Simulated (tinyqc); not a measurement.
# Six-transistor SRAM cell, nodal equations and margins: two studies

Two cross-coupled inverters (pull-down bn, pull-up bp) hold the nodes Q and QB; access transistors (ba, threshold VTn, gate on the word line at Vdd when selected) join them to the bit lines. Transistor (EKV form, voltages against the body): I = 2 n b Vt^2 [F(vp - Vs) - F(vp - Vd)] from drain to source, F(v) = ln^2(1 + exp(v/(2 Vt))), vp = (Vg - VT + sg |Vd - Vs|)/n. n-channel bodies are at 0; for the p-channel device all voltages are counted down from Vdd. b in uA/V^2 gives I in uA. For an access transistor the bit line is the drain and the node the source. In a read both bit lines are at Vdd. The cell is symmetric (no mismatch).

Values chosen for this exercise:
```
symbol  value    unit                                  meaning
T         300       K                              temperature
Vdd       0.8       V                           supply voltage
n        1.13                                     slope factor
sg      0.109                   drain-induced barrier lowering
VTn      0.39       V                      n-channel threshold
VTp      0.37       V          p-channel threshold (magnitude)
bn        150  uA/V^2  gain factor of the pull-down transistor
ba        100  uA/V^2     gain factor of the access transistor
bp         44  uA/V^2    gain factor of the pull-up transistor
```

Constants: q = 1.602176634e-19 C, kB = 1.380649e-23 J/K, Vt = kB T/q. Results are converted to the units shown.

Each table varies one quantity; the others keep the values above.

## Effect of the supply voltage

f(x) is the node voltage of one half-cell for input x: In = Ip in hold, In = Ip + Ia in a read. Static noise margin: side of the largest square between the curve (x, f(x)) and its mirror image (f(y), y); with h(c) the root x of f(x) - x = c, it is the maximum over c > 0 of h(c) - h(-c) + c. Q is the low node in a read and Iread the current of its access transistor. The write trip is the voltage to which the bit line of the high node must fall (the other staying at Vdd) for that state to vanish; higher is easier, and a negative value means that a grounded bit line does not write.

Result of one run:

| Vdd (V) | hold margin (mV) | read margin (mV) | Q in a read (mV) | Iread (uA) | write trip (mV) |
|---|---|---|---|---|---|
| 0.7 | 273.3 | 133.4 | 86.15 | 3.470 | 198.8 |

What becomes of these results when the supply voltage Vdd is changed from 0.7 to 1 V, all else the same?

Result of the changed run:

| Vdd (V) | hold margin (mV) | read margin (mV) | Q in a read (mV) | Iread (uA) | write trip (mV) |
|---|---|---|---|---|---|
| 1 | 357.5 | 162.5 | 153.1 | 12.40 | 340.5 |

The whole series:

| Vdd (V) | hold margin (mV) | read margin (mV) | Q in a read (mV) | Iread (uA) | write trip (mV) |
|---|---|---|---|---|---|
| 0.4 | 151.4 | 71.29 | 34.41 | 0.09461 | 89.51 |
| 0.5 | 194.5 | 92.77 | 47.19 | 0.5836 | 118.4 |
| 0.6 | 235.6 | 114.1 | 65.22 | 1.711 | 155.9 |
| 0.7 | 273.3 | 133.4 | 86.15 | 3.470 | 198.8 |
| 0.85 | 320.4 | 153.3 | 119.3 | 7.252 | 268.2 |
| 1 | 357.5 | 162.5 | 153.1 | 12.40 | 340.5 |

As Vdd goes from 0.4 to 1 V, the read margin rises from 71.3 to 163 mV, the write trip rises from 89.5 to 340 mV and Iread rises from 0.0946 to 12.4 uA. The read margin is 0.47 of the hold margin in the first row and 0.45 in the last. For Vdd = 0.4 to 0.5 V the read margin is under 100 mV, which threshold mismatch, left out here, can use up in a large array.

## Effect of the gain factor of the pull-down transistor

Same model as above.

Effect of the gain factor of the pull-down transistor:

| bn (uA/V^2) | hold margin (mV) | read margin (mV) | Q in a read (mV) | Iread (uA) | write trip (mV) |
|---|---|---|---|---|---|
| 94 | 308.4 | 131.4 | 141.6 | 4.586 | 263.3 |
| 120 | 307.3 | 140.0 | 123.7 | 5.238 | 253.6 |
| 160 | 305.5 | 150.4 | 103.8 | 6.013 | 242.1 |
| 220 | 302.8 | 161.8 | 83.85 | 6.847 | 229.5 |
| 280 | 300.4 | 170.3 | 70.40 | 7.439 | 220.2 |
| 380 | 296.8 | 180.6 | 55.61 | 8.118 | 208.9 |

Read the table: what changes, and by how much?

As bn goes from 94 to 380 uA/V^2, the read margin rises from 131 to 181 mV, the write trip falls from 263 to 209 mV and Iread rises from 4.59 to 8.12 uA. The read margin is 0.43 of the hold margin in the first row and 0.61 in the last. Read stability and write ability pull in opposite directions.

tinyqc, about 0.2 s, one thread, Intel Xeon 2.30GHz (shared host): `OMP_NUM_THREADS=1 python tinyqc.py 2340107 2340108 out.jsonl`
